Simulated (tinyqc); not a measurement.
Inside a calculation. Method: bound state in one dimension: Numerov shooting, finite differences, DVR. Computed by tinyqc, a small Python program that keeps every step. Settings: points = 96. Command: `OMP_NUM_THREADS=1 python tinyqc.py 29714 29715 out.jsonl` (the two numbers bound the seeds that draw the settings). One thread of a shared host (Intel(R) Xeon(R) Processor @ 2.60GHz), about 0.01 s of CPU time with the checks.

## Numerov steps at E = 0.1

One particle of mass 1 in V = 1.16^2 x^2/2 + 0 x^4 (atomic units), psi = 0 at both ends:

| parameter | value |
|---|---|
| left end | -4.500000 |
| right end | 4.500000 |
| intervals | 96 |
| h | 0.093750 |
| state sought (nodes) | 1 |

k_i = 2 m (E - V_i); (1 + h^2 k_(i+1)/12) y_(i+1) = 2 (1 - 5 h^2 k_i/12) y_i - (1 + h^2 k_(i-1)/12) y_(i-1), from y_0 = 0, y_1 = 0.001.

Points along the way:

| i | x | V | k | y |
|---|---|---|---|---|
| 0 | -4.500000 | 13.624200 | -27.048400 | 0.000000 |
| 1 | -4.406250 | 13.062438 | -25.924877 | 0.001000 |
| 2 | -4.312500 | 12.512503 | -24.825006 | 0.002230 |
| 3 | -4.218750 | 11.974395 | -23.748789 | 0.003954 |
| 4 | -4.125000 | 11.448113 | -22.696225 | 0.006515 |
| 5 | -4.031250 | 10.933657 | -21.667314 | 0.010392 |
| 32 | -1.500000 | 1.513800 | -2.827600 | 51.258205 |
| 33 | -1.406250 | 1.330488 | -2.460977 | 61.366959 |
| 34 | -1.312500 | 1.159003 | -2.118006 | 72.800926 |
| 35 | -1.218750 | 0.999345 | -1.798689 | 85.587601 |
| 36 | -1.125000 | 0.851513 | -1.503025 | 99.724521 |
| 37 | -1.031250 | 0.715507 | -1.231014 | 115.175855 |

## Bisection on the node count

With more sign changes than the state has nodes (the last point included) the energy is too high, else too low; the bracket starts as 0.1 to 12.

Trials:

| trial | E | sign changes | y at the right end | next |
|---|---|---|---|---|
| 1 | 6.05000000 | 5 | -3.82e+00 | lower |
| 2 | 3.07500000 | 3 | -6.71e+02 | lower |
| 3 | 1.58750000 | 1 | -2.79e+04 | raise |
| 4 | 2.33125000 | 2 | 9.02e+03 | lower |
| 5 | 1.95937500 | 2 | 1.36e+04 | lower |
| 6 | 1.77343750 | 2 | 3.68e+03 | lower |
| 7 | 1.68046875 | 1 | -8.52e+03 | raise |
| 8 | 1.72695313 | 1 | -1.64e+03 | raise |
| 9 | 1.75019531 | 2 | 1.20e+03 | lower |
| 10 | 1.73857422 | 1 | -1.73e+02 | raise |
| 11 | 1.74438477 | 2 | 5.25e+02 | lower |
| 12 | 1.74147949 | 2 | 1.79e+02 | lower |
| 13 | 1.74002686 | 2 | 3.65e+00 | lower |
| 14 | 1.73930054 | 1 | -8.46e+01 | raise |
| ... | ... | ... | ... | ... |
| 29 | 1.73999673 | 2 | 2.20e-03 | lower |
| 30 | 1.73999672 | 2 | 8.53e-04 | lower |
| 31 | 1.73999672 | 2 | 1.82e-04 | lower |

eigenvalue = 1.73999672 hartree

## The same grid by other methods

Three-point finite differences and the sine-DVR kinetic matrix of Colbert and Miller on the same points.

Lowest levels (hartree):

| state | finite differences | DVR |
|---|---|---|
| 0 | 0.579630 | 0.580000 |
| 1 | 1.738150 | 1.740000 |
| 2 | 2.895188 | 2.900000 |
| 3 | 4.050744 | 4.060005 |
